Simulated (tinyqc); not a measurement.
Rapid thermal processing of a wafer: radiative balance, ramp and cooling, pattern effects, pyrometer error and spike budget: one step, computed by the program tinyqc.

The wafer is opaque and uniform through its thickness unless said otherwise; temperatures in formulas are in kelvin (C + 273.15). sigma = 5.670374419e-12 W/(cm^2 K^4).

Task: Power to hold and to ramp. Effective emissivity between parallel grey plates: eps_eff = 1/(1/eps + 1/(1 - r) - 1). Loss per area q(T) = 2 eps_eff sigma (T^4 - T_w^4) + h (T - T_w). Absorbed power during a ramp = q(T) + C d x ramp rate; thermal time constant tau = C d/(dq/dT), dq/dT = 8 eps_eff sigma T^3 + h; natural cooling rate q/(C d); front-to-back difference under one-sided heating at the end of the ramp = (absorbed power) d/(2 k).

Inputs (values chosen for the exercise, modelled on a hot silicon wafer):
```
quantity,value,unit
wafer thickness d,775,micrometre
heat capacity per volume C,2.03,J/(cm^3 K)
thermal conductivity k,0.3,W/(cm K)
emissivity eps of each face,0.63,-
reflectivity of the chamber walls r,0.41,-
"gas heat-transfer coefficient h, both faces together",6.5,mW/(cm^2 K)
wall temperature T_w,350,K
process temperature,1030,C
ramp rate,150,K/s
```

Give: eps_eff; holding power q; power at the end of the ramp; dq/dT; time constant tau; natural cooling rate; front-to-back difference.

Result:

eps_eff = 0.43817

holding power q = 20.451 W/cm^2

power at the end of the ramp = 44.050 W/cm^2

dq/dT = 50.487 mW/(cm^2 K)

time constant tau = 3.1161 s

natural cooling rate = 129.99 K/s

front-to-back difference = 5.6898 K

Radiation carries 70 % of the loss. The ramp needs 2.2 times the holding power.
